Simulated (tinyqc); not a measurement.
Three-phonon processes in a diatomic chain: dispersion, energy and momentum conservation, and decay channels of optical phonons: one step, computed by the program tinyqc.

Cell length a, two atoms, one spring constant. x = q a/pi runs from -1 to 1; A and O are the acoustic and optical branches. Matrix elements are not computed: only conservation laws and occupation factors are followed.

Task: Band edges. omega^2 = k (1/m + 1/M) -/+ k sqrt((1/m + 1/M)^2 - 4 sin^2(pi x/2)/(m M)); nu = 15.6333042 THz x sqrt(omega^2) for eV/(angstrom^2 u). Acoustic top sqrt(2 k/M), optical bottom sqrt(2 k/m), optical top sqrt(2 k (1/m + 1/M)).

Inputs (values chosen for the exercise, for a model chain): light mass m = 27 u; heavy mass M = 43.7 u; spring constant k = 9.1 eV/angstrom^2.

Constants: nu for 1 eV/(angstrom^2 u) = 15.6333042 THz.

Give: acoustic top; optical bottom; optical top; optical top over twice the acoustic top; optical bottom over twice the acoustic top; optical width over acoustic top.

Result:

acoustic top = 10.089 THz

optical bottom = 12.835 THz

optical top = 16.326 THz

optical top over twice the acoustic top = 0.80909

optical bottom over twice the acoustic top = 0.63611

optical width over acoustic top = 0.34597

The zone-centre optical phonon can decay into two acoustic ones: this needs M/m <= 3.
